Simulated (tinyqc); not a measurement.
Slater-Koster d bands of an fcc metal, step by step. Values are carried at full precision from step to step, so a last printed digit may differ when a step is redone from the rounded ones.

Slater-Koster d bands. For a bond with direction cosines (l, m, n) the 5 x 5 block is dds Ps + ddp Pp + ddd (1 - Ps - Pp), the projectors on sigma, pi and delta states about the bond; for instance <xy|xy> = 3 l^2 m^2 dds + (l^2 + m^2 - 4 l^2 m^2) ddp + (n^2 + l^2 m^2) ddd, <xy|yz> = 3 l m^2 n dds + l n (1 - 4 m^2) ddp + l n (m^2 - 1) ddd and <3z2-r2|3z2-r2> = (n^2 - (l^2 + m^2)/2)^2 dds + 3 n^2 (l^2 + m^2) ddp + (3/4)(l^2 + m^2)^2 ddd. H(k) sums the blocks times cos(k.R) over the neighbours; the d level is the zero of energy; k in 2 pi/a.

Inputs chosen for the exercise (of the size met in Ru; not measured data):

| symbol | value | unit | meaning |
|---|---|---|---|
| dds | -1.082 | eV | dd sigma |
| ddp | 0.433 | eV | dd pi |
| ddd | -0.032 | eV | dd delta |
| k | (0.86, 0.02, 0) | 2 pi/a | wave vector |
| Nd | 6 |  | d electrons per atom |

## The block of one bond

Direction (1,1,0)/sqrt2; its eigenvalues must be dds once, ddp twice and ddd twice.

block (eV), lower triangle:
```
             xy      yz      zx   x2-y2   3z2-r2
xy      -0.8195
yz            0  0.2005
zx            0  0.2325  0.2005
x2-y2         0       0       0  0.4330
3z2-r2   0.4547       0       0       0  -0.2945
```

## Levels at Gamma

Neighbours: twelve at (a/2)(1,1,0) and equivalents.

Summing the blocks at k = 0 gives E(t2g) = 3 dds + 4 ddp + 5 ddd, E(eg) = 1.5 dds + 6 ddp + 4.5 ddd.

levels (eV): t2g (threefold) -1.6740, eg (twofold) 0.8310

The t2g level lies lower, by 2.5050 eV.

## The Hamiltonian at one k

Sum over the neighbours.

H(k) (eV), lower triangle:
```
             xy       yz      zx    x2-y2  3z2-r2
xy       3.0349
yz            0  -4.7214
zx            0  -0.0249  3.0422
x2-y2         0        0       0  -1.6061
3z2-r2  -0.0486        0       0   2.3977  1.1574
```

## Levels and character

Diagonalise H; t2g is xy, yz, zx and eg the other two.

levels (eV): -4.7215  -2.9918  2.5395  3.0386  3.0423

weights:
```
     band 1  band 2  band 3  band 4  band 5
t2g   1.000   0.000   0.007   0.993   1.000
eg    0.000   1.000   0.993   0.007   0.000
```

## Levels at points of symmetry

Coordinates: G (0, 0, 0), X (1, 0, 0), W (1, 0.5, 0), L (0.5, 0.5, 0.5), K (0.75, 0.75, 0); the others lie half way.

Levels (eV):

| k | band 1 | band 2 | band 3 | band 4 | band 5 |
|---|---|---|---|---|---|
| G | -1.674 | -1.674 | -1.674 | 0.831 | 0.831 |
| G-X 0.5 | -3.278 | -1.178 | 0.802 | 0.802 | 1.732 |
| X | -4.882 | -3.187 | 2.633 | 3.278 | 3.278 |
| W | -1.732 | -0.802 | -0.802 | 1.178 | 3.278 |
| L | -1.860 | -1.810 | -1.810 | 2.740 | 2.740 |
| L-G 0.5 | -1.767 | -1.159 | -1.159 | 1.203 | 1.203 |
| K | -3.378 | -1.405 | 1.503 | 1.687 | 2.617 |

On these points the bands run from -4.882 (X) to 3.278 eV (X and W).

## Second moment and the rectangular band

mu2 = z (dds^2 + 2 ddp^2 + 2 ddd^2)/5 per orbital, with z = 12. A rectangular band with the same mu2 has width W = sqrt(12 mu2), Fermi level W (Nd/10 - 1/2) and bond energy -W Nd (10 - Nd)/20 (Friedel).

mu2 = 3.7146 eV^2
W = 6.6765 eV
Fermi level = 0.6676 eV
bond energy per atom = -8.0118 eV

The bond energy is the attractive part alone; the repulsion between atoms, left out, cancels a large share of it in the cohesive energy.

## Checks

- Levels at Gamma from the formulas against H(0): they agree to 1e-10 or better.
- Second moment from the formula against the mean square level on the mesh: both 3.71460.

(tinyqc, `OMP_NUM_THREADS=1 python tinyqc.py 1481811 1481812 out.jsonl`, Intel(R) Xeon(R) Processor @ 2.30GHz, 1 thread, shared host, about 0.03 s.)
